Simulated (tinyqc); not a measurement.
Input admittance of a MOSFET at zero drain bias: distributed channel and distributed gate: two steps of the calculation.

Source and drain grounded, strong inversion, w = 2 pi f, Cox = eps0 eox/tox. The channel is an RC line of resistance 1/(mu Cox Vo) per square fed from both ends, so one finger has the intrinsic admittance y = i w Cox L tanh(g)/g per width, g = (1/2) sqrt(i w tau), tau = L^2/(mu Vo). The vertical resistance rv/L is in series with y, the overlaps 2 i w Cov in parallel: y_t = 1/(1/y + rv/L) + 2 i w Cov. The gate strip is a line of Rsh/L per length loaded by y_t, so a finger has Y = y_t Wf tanh(k)/k, k = (Wf/sd) sqrt(y_t Rsh/L); the device has Nf Y.

Values chosen for this exercise; values of the order met in silicon radio-frequency transistors: relative permittivity of the gate insulator (close to aluminium oxide) eox = 8.83; insulator thickness tox = 6.6 nm; channel length L = 1.6 um; finger width Wf = 4.1 um; number of fingers Nf = 8; channel mobility mu = 230 cm^2/(V s); gate overdrive Vo = 0.46 V; sheet resistance of the gate Rsh = 17 ohm/square; vertical resistivity of the gate stack rv = 0 ohm um^2; number of ends at which a finger is contacted sd = 2; overlap and fringe capacitance on each side Cov = 0.25 fF/um; frequency f = 3.6 GHz.

Constants: eps0 = 8.8541878128e-14 F/cm where lengths are in cm. Results are converted to the units shown.

Problem 1. Admittance of the channel and stack per width. tau, g, c = Cox L, y and y_t as defined.

Wanted: tau; g; c; y; y_t.

Solution 1.

tau = 241.97 ps
g = 0.82713+0.82713i
c = 18.953 fF/um
y = 150.20+346.83i uS/um
y_t = 150.20+358.14i uS/um

w tau = 5.47, and Im y is 0.809 of w c.

Problem 2. Input impedance of the device. k and Y as defined; Z = 1/(Nf Y) = R + 1/(i w C); Q = |Im Z|/R; signal at the point farthest from a contact |1/cosh k|.

y_t = 150.20210+358.13946i uS/um

Give: k; Nf Y; R; C; Q; signal at the far point.

Solution 2.

k = 0.1097+0.0729i
Nf Y = 4.98+11.69i mS
R = 30.82 ohm
C = 610.7 fF
Q = 2.349
signal at the far point = 0.9966

Computed by the program tinyqc: `OMP_NUM_THREADS=1 python tinyqc.py 2262115 2262116 out.jsonl`, one thread of a shared Intel Xeon 2.30GHz, about 0.01 s for the whole run.
